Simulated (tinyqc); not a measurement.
## Resistance of a tapered via with liner, size effect and interface: two fill metals against the diameter

A round via whose diameter grows from db at the bottom as D(z) = db + 2 z/tan(ang). The fill, of diameter D - 2 tl, starts above the bottom liner (thickness fb tl) and has rho = rho0 (1 + ks lam/(D - 2 tl)); the sidewall liner conducts in parallel with it. The bottom liner and the interface are crossed over the full area pi db^2/4. Spreading in the lines above and below is left out.

Slices between z0 = fb tl and hv, evaluated at their midpoints: conductance per length pi/4 [(D - 2 tl)^2/rho + (D^2 - (D - 2 tl)^2)/rl], slice resistance = slice height over that. 2000 slices. R_fill = sum of the slices; R_bottom = rl fb tl/(pi db^2/4); R_interface = ri/(pi db^2/4). The second fill has rho2, lam2 and tl2 in place of rho0, lam and tl.

Values chosen for this exercise; fill metal close to tungsten:
- hv = 180 nm (height)
- ang = 86 degrees (sidewall angle)
- rho0 = 5.35 uohm cm (bulk resistivity of the fill)
- lam = 15.9 nm (mean free path of the fill)
- ks = 1.1 (size-effect factor)
- tl = 3.7 nm (liner on the sidewall)
- fb = 0.7 (liner at the bottom over that on the sidewall)
- rl = 470 uohm cm (resistivity of the liner)
- ri = 2.5e-12 ohm cm^2 (interface resistivity at the bottom)
- Sb = 9.1e14 S/m^2 (ballistic conductance per area, about 3/(4 rho0 lam))
- rho2 = 1.71 uohm cm (bulk resistivity of the second fill (close to copper))
- lam2 = 39.2 nm (its mean free path)
- tl2 = 1.8 nm (its liner)

Results:

| db (nm) | R, first fill (ohm) | R, second fill (ohm) | ratio second/first |
|---|---|---|---|
| 12 | 333.1 | 110.1 | 0.3305 |
| 17 | 126.6 | 50.46 | 0.3986 |
| 24 | 56.45 | 24.08 | 0.4265 |
| 35 | 24.93 | 10.90 | 0.4375 |
| 49 | 12.34 | 5.423 | 0.4396 |
| 100 | 2.869 | 1.250 | 0.4357 |

Estimate the missing row, db = 70 nm.

Computed row:

| db (nm) | R, first fill (ohm) | R, second fill (ohm) | ratio second/first |
|---|---|---|---|
| 70 | 5.928 | 2.599 | 0.4383 |

With this row back in the table: The ratio goes from 0.331 to 0.436. The second fill gives the lower R in every row.

Computed by the program tinyqc: `OMP_NUM_THREADS=1 python tinyqc.py 2750133 2750134 out.jsonl`, one thread of a shared Intel Xeon 2.30GHz, about 0.01 s for the whole run.
